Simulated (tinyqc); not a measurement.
MOSFET in saturation, small-signal circuit and noise: effect of the temperature on speed and noise.

Bias by the inversion coefficient IC = I/Ispec (charge-based model with velocity saturation; weak inversion below 0.1, strong above 10). Common-source circuit: gm, gds, Cgs, Cgd and Cj at the inner nodes, Rg in series with the gate; quasi-static, no source or drain resistance, no gate-body capacitance, no substrate network, no induced gate noise, so fmax is an upper estimate.

Ispec = 2 n mu Cox (W/L) Vt^2, lc = Ls/L, gms = [sqrt((lc IC + 1)^2 + 4 IC) - 1]/[2 + lc (lc IC + 1)], gm = gms Ispec/(n Vt), gds = sg gm. qs = [sqrt(1 + 4 IC) - 1]/2, Cgs = Cox W L qs (2 qs + 3)/(3 (qs + 1)^2) + Cov W, Cgd = Cov W, Cd = Cj W, Rg = Rsh (Wf/L)/(12 Nf) + Rc/W with Nf = W/Wf fingers (not rounded) contacted at both ends. fT = gm/(2 pi (Cgs + Cgd)), fmax = fT/(2 sqrt(Rg (gds + 2 pi fT Cgd))). Channel noise Sid = 4 kB T gam n gm with gam = (1/2 + (2/3) qs)/(1 + qs) + gw lc IC, qs = [sqrt(1 + 4 IC) - 1]/2, lc = Ls/L (the last term an empirical rise with velocity saturation); at the gate, white noise Sw = Sid/gm^2 + 4 kB T Rg. Number fluctuation with correlated mobility: S(f) = K/f, K = q^2 Vt lt Nt/(W L Cox^2) (1 + ac mu Cox I/gm)^2, Vt in eV with Nt per eV. Corner fc = K/Sw. IC is held fixed, and so are mu, n, Ls and Nt.

Parameters, values chosen for the exercise:
```
symbol,value,unit,meaning
L,28,nm,gate length
W,80,um,total gate width
Cox,1.76,uF/cm^2,gate capacitance
mu,250,cm^2/(V s),mobility
n,1.32,,slope factor
Ls,10,nm,velocity-saturation length
sg,0.14,,ratio gds/gm
Cov,0.42,fF/um,overlap and fringe capacitance per side
Cj,0.73,fF/um,drain junction capacitance
Rsh,10,ohm,sheet resistance of the gate
Wf,2,um,finger width
Rc,50,ohm um,gate contact and vertical resistance
IC,3.5,,inversion coefficient
gw,0.12,,short-channel excess of the noise factor
Nt,5.6e16,cm^-3 eV^-1,oxide trap density
lt,0.1,nm,tunnelling length into the oxide
ac,3000,V s/C,Coulomb scattering coefficient
```

Constants: q = 1.602176634e-19 C, kB = 1.380649e-23 J/K, Vt = kB T/q. Results are converted to the units shown.

The same in every row: Rg (ohm) = 2.113.

Result of one run:
```
I (uA)  fT (GHz)  fmax (GHz)  sqrt(Sw) (nV/Hz^0.5)  fc (MHz)
862.6      48.21       141.1                0.4705     8.787
```

Which temperature T gave this result: 100, 200, 250, 300 or 350 K?

T = 100 K.

The whole series:
```
T (K)   I (uA)  fT (GHz)  fmax (GHz)  sqrt(Sw) (nV/Hz^0.5)  fc (MHz)
100      862.6     48.21       141.1                0.4705     8.787
150       1941     72.32       172.8                0.4766     13.39
200       3450     96.42       199.5                0.4827     18.12
250       5391     120.5       223.0                0.4887     23.00
300       7763     144.6       244.3                0.4947     28.01
350    1.057e4     168.7       263.9                0.5005     33.17
400    1.380e4     192.8       282.1                0.5063     38.46
```

As T goes from 100 to 400 K, fT rises from 48.2 to 193 GHz, fmax rises from 141 to 282 GHz, the white noise rises from 0.470 to 0.506 nV/Hz^0.5 and the corner rises from 8.79 to 38.5 MHz. At fixed IC and mobility the current goes as T^2 and gm as T, which is why fT rises; a real mobility would fall with T. For T = 100 to 150 K band tails and dopant freeze-out, left out here, change n and the noise.

Program tinyqc, `OMP_NUM_THREADS=1 python tinyqc.py 2150041 2150042 out.jsonl`; Intel Xeon 2.30GHz, shared host, one thread, about 0.01 s.
